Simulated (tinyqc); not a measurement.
# Core-level spacing from the offsets

Inverse problem. For an overlayer B on a substrate A, dEv = (iB - iA) - (cB - vB) + (cA - vA) in binding energies, and dEc + dEv = EgB - EgA. Find dEv and the spacing iB - iA that a thin film must show.

Inputs (values chosen for the exercise): gap of the substrate A EgA = 1.1 eV; gap of the overlayer B EgB = 3.06 eV.

dEc = 0.58729730 eV
cA - vA = 47.402703 eV
cB - vB = 96.43 eV

Answer. The gaps give dEv, and the Kraut relation is solved for the spacing.

dEv = 1.3727 eV
iB - iA = 50.400 eV

Numbers from tinyqc (`OMP_NUM_THREADS=1 python tinyqc.py 2410104 2410105 out.jsonl`; about 0.01 s on one thread of a shared Intel Xeon 2.30GHz).
